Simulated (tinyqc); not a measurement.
Special k points of the fcc lattice: sweeps and comparisons. A value that a table varies takes the place of the one given here.

Lattice vectors in units of a: a1 = (0, 1/2, 1/2), a2 = (1/2, 0, 1/2), a3 = (1/2, 1/2, 0); reciprocal vectors b_i with a_i . b_j = 2 pi delta_ij. Mesh: k = sum_i f_i b_i with f_i = (2 j_i + shift)/(2 N), j_i = 0 .. N-1. The point group of the lattice has 48 operations; only those that map the mesh onto itself are used.

A_m(k) = sum over the m-th star of lattice vectors R of cos(k . R), stars in order of length: m = 1: |R|^2 = 0.5, 12 vectors, such as (1, 0, 0) in the basis a_i; m = 2: |R|^2 = 1, 6 vectors, such as (1, 1, -1) in the basis a_i; m = 3: |R|^2 = 1.5, 24 vectors, such as (2, 0, -1) in the basis a_i; m = 4: |R|^2 = 2, 12 vectors, such as (2, 0, 0) in the basis a_i; m = 5: |R|^2 = 2.5, 24 vectors, such as (2, 1, -1) in the basis a_i; m = 6: |R|^2 = 3, 8 vectors, such as (3, -1, -1) in the basis a_i. The zone mean of every A_m is zero.

Test function, the lower band of a two-band insulator: E(k) = -sqrt(D^2 + (e0 - t A_1(k))^2).

Parameters, chosen for this exercise: D = 1.41 eV (half gap term); t = 0.29 eV (coupling); e0 = 0.94 eV (offset); N = 4 (points along each reciprocal vector); shift = 1 (half steps).

## Mesh size and shift

Errors of the mean of E against the unshifted mesh with N = 24. The fifth column is |R|^2 of the shortest star with a non-zero mean.

Meshes:
```
mesh       points  irreducible  operations  |R|^2 missed  error (meV)
1 Gamma         1            1          48          0.50     -967.729
1 shifted       1            1          12          1.00      242.778
2 Gamma         8            3          48          2.00     -221.599
2 shifted       8            2          12          4.00      -22.860
3 Gamma        27            4          48          4.50       15.192
3 shifted      27            6          12          9.00        2.700
4 Gamma        64            8          48          8.00       -1.271
4 shifted      64           10          12         16.00       -0.369
5 Gamma       125           10          48         12.50       -0.337
5 shifted     125           19          12           >16        0.067
6 Gamma       216           16          48           >16        0.210
6 shifted     216           28          12           >16       -0.014
```

reference mean = -1.93739 eV

The shifted mesh has the smaller error for 6 of 6 values of N and the larger for 0. The cheapest mesh within 1 meV is 4 shifted and 5 Gamma, with 10 irreducible points. A mesh misses the lattice vectors N (n1 a1 + n2 a2 + ...); the half shift gives each the sign (-1)^(n1 + n2 + ...), so the 12 shortest ones add up to 0 in place of 12: they cancel. The shift lowers the symmetry; it leaves more irreducible points for N = 3, 4, 5 and 6; it leaves fewer irreducible points for N = 2.

## Gap and mesh density

D takes the values listed; errors against the unshifted mesh with N = 30, for unshifted meshes.

Errors (meV):
```
D (eV)  reference (eV)     N = 2    N = 4   N = 6  N = 8
0.2            -1.2663  -323.799  -16.316  11.089  3.499
0.4            -1.3285  -305.396  -11.739   5.284  1.375
0.8            -1.5243  -268.425   -5.214   1.319  0.190
1.5            -2.0060  -215.613   -1.018   0.164  0.006
2.5            -2.8431  -162.192   -0.012   0.015  0.000
4.0            -4.2268  -114.155    0.067   0.001  0.000
```

The first listed N from which the error stays below 0.5 meV is none for D = 0.2, none for D = 0.4, 8 for D = 0.8, 6 for D = 1.5, 4 for D = 2.5, 4 for D = 4 eV. A larger D makes the function smoother, so its Fourier coefficients fall faster with |R|; single entries change sign along a column, so a small error on one coarse mesh can be a cancellation.

## One point for the whole zone

The mean-value (Baldereschi) point is taken at k = (2 pi/a) (0.6223, 0.2953, 0), that is f = (0.1477, 0.3111, 0.4588); the reference is the mesh with N = 24.

Single points:
```
point                     A_1     A_2     A_3     A_4   E (eV)
Gamma                  12.000   6.000  24.000  12.000  -2.9051
mean-value point        0.000   0.000  -4.405  -3.192  -1.6946
zone-face centre b1/2   0.000  -6.000   0.000  12.000  -1.6946
```

reference mean = -1.9374 eV

The mean-value point makes A_1 and A_2 vanish. Its error is +243 meV, against -968 meV at Gamma and +243 meV at b1/2. E is not linear in A_1; its powers hold sums of nearest vectors and a non-zero mean, so this point is not exact. A_1 has the same value at b1/2, and E depends on A_1 alone, so this test cannot tell the two points apart.

## What moves the zone average

Mean of E over the mesh, and its error against the unshifted mesh with N = 24. Each row changes one parameter from the base and keeps the others.

Results:
```
case          mean (eV)  error (meV)  irreducible points
base            -1.9378        -0.37                  10
N = 5           -1.9373         0.07                  19
shift = 0       -1.9387        -1.27                   8
D = 0.987 eV    -1.6405        -1.06                  10
t = 0.377 eV    -2.0863        -1.04                  10
```

The largest shifts from the base row, up to three for each result and ties (the steps differ in size, so this ranks the rows, not the parameters). mean (eV): D +0.2973, t -0.1485, shift -0.0009. error (meV): shift -0.90, D -0.69, t -0.67. irreducible points: N +9, shift -2; unchanged at the printed digits by D and t.

Computed by tinyqc, a small Python program: `OMP_NUM_THREADS=1 python tinyqc.py 1650727 1650728 out.jsonl` (the numbers bound the seed that draws the inputs); one thread of a shared host (Intel(R) Xeon(R) Processor @ 2.30GHz), about 0.2 s for the whole set of steps.
